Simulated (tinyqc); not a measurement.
# Atomic layer deposition: Langmuir saturation, growth per cycle and coating of deep features, step by step

A worked calculation. Computed by tinyqc, a small Python program that keeps every step. Command: `OMP_NUM_THREADS=1 python tinyqc.py 3015847 3015848 out.jsonl ald walk`. One thread of a shared host (Intel(R) Xeon(R) Processor @ 2.30GHz), about 0.02 s of CPU time with the checks. Intermediate numbers are printed to about 6 digits and carried at full precision; extremes and crossings named in words are read from the listed rows.

Precursor A sticks only on free sites, so a long enough pulse saturates; co-reactant B then frees the sites again.

Inputs (values chosen for the exercise, modelled on zinc oxide from diethylzinc and water):
```
quantity,value,unit
precursor mass M,124,u
site density q,6.4,1/nm^2
growth per cycle at saturation G,1.7,angstrom
sticking probability beta on free sites,0.00036,-
precursor pressure p,34,Pa
temperature T,175,C
pulse time t,0.86,s
co-reactant completion per pulse c_B,0.95,-
desorption energy E_d,1.53,eV
purge time t_p,16,s
aspect ratio a,9.7,-
```

Feature: long trench.

Constants: u = 1.6605390666e-27 kg; k_B = 1.380649e-23 J/K; k_B = 8.617333262e-05 eV/K.

## Flux and saturation time

Wall flux F = p/sqrt(2 pi M k_B T); rate of filling k_a = beta F/q; desorption k_d = 1e13 exp(-E_d/(k_B T)) per second. 1/m^2 = 1e-18/nm^2. Temperatures in kelvin are T(C) + 273.15.

flux F = 380015 1/(nm^2 s)

k_a = 21.3758 1/s

k_d = 6.22327e-05 1/s

time to 99 % without desorption, ln(100)/k_a = 0.215438 s

## The first four cycles

One cycle from coverage th0: pulse A gives th1 = th_s + (th0 - th_s) exp(-(k_a + k_d) t), th_s = k_a/(k_a + k_d); the purge leaves th2 = th1 exp(-k_d t_p); pulse B converts c_B th2 into film and leaves th3 = (1 - c_B) th2. Growth = G c_B th2. Start from th0 = 0.

Cycles:
```
cycle,th0,th1,th2,th3,growth (angstrom)
1,0.0000000,0.999997,0.999002,0.0499501,1.61339
2,0.0499501,0.999997,0.999002,0.0499501,1.61339
3,0.0499501,0.999997,0.999002,0.0499501,1.61339
4,0.0499501,0.999997,0.999002,0.0499501,1.61339
```

## Steady growth per cycle

The periodic state has th0 = th3: th0 = (1 - c_B) e_p th_s (1 - e_a)/(1 - (1 - c_B) e_p e_a), with e_a = exp(-(k_a + k_d) t), e_p = exp(-k_d t_p). Share of impinging molecules used = q (th1 - th0)/(F t).

coverage after pulse A = 0.999997

growth per cycle = 1.61339 angstrom

share of impinging molecules used = 1.86049e-05

The pulse is 18.38 filling times long: saturated.

## Exposure for a deep feature

Diffusion-limited filling (Gordon) of a long trench of width w, hydraulic diameter 2w, so that a is replaced by a/2 in the hole formula: t = (q/F)(1 + 19a/8 + 3a^2/8). Reaction-limited filling needs ln(100)/k_a at any depth, k_a = beta F/q. Flow is molecular. The front picture holds when the modulus (a/2) sqrt(beta) is well above 1. Depth reached by the given pulse: solve the same formula for a. Exposure = p x diffusion-limited time; 1 langmuir = 1.33322e-4 Pa s.

diffusion-limited time = 9.99056e-04 s

exposure = 254.781 langmuir

modulus = 0.0920223

aspect ratio reached by the front in time t = 365.858

Diffusion needs 9.99e-4 s and reaction 0.215 s: the surface reaction limits, and the walls fill evenly. Caution: the modulus is not well above 1 or the Gordon time is under three times ln(100)/k_a, so there is no sharp front: the Gordon time is only a lower bound and the reaction time must be met as well.

## Coverage along the feature as the dose grows

Continuum model with steady gas transport: d2n/dz2 = 3 beta (1 - th) n/d_h^2 (d_h the hydraulic diameter, n = 1 at the mouth, no flux at the floor, 60 cells), d th/dt = beta F n (1 - th)/q; no desorption. Times are multiples of the larger of the Gordon time and ln(100)/k_a.

Coverage:
```
multiple,t (s),top cell,quarter depth,half depth,three quarters,floor cell
0.05,0.010772,0.206,0.205,0.204,0.204,0.204
0.10,0.021544,0.369,0.368,0.367,0.366,0.366
0.20,0.043088,0.602,0.601,0.600,0.599,0.599
0.40,0.086175,0.841,0.841,0.840,0.840,0.840
0.60,0.129263,0.937,0.937,0.936,0.936,0.936
0.80,0.172351,0.975,0.975,0.975,0.975,0.975
1.00,0.215438,0.990,0.990,0.990,0.990,0.990
1.30,0.280070,0.997,0.997,0.997,0.997,0.997
```

At a multiple of 0.2 the coverage is 0.60 at the top and 0.60 at the floor. All depths fill nearly together, since molecules bounce many times before they stick. In the last row the floor reaches 0.997.

Checks made by the program: periodic state against 400 explicit cycles (relative difference below 1e-10).
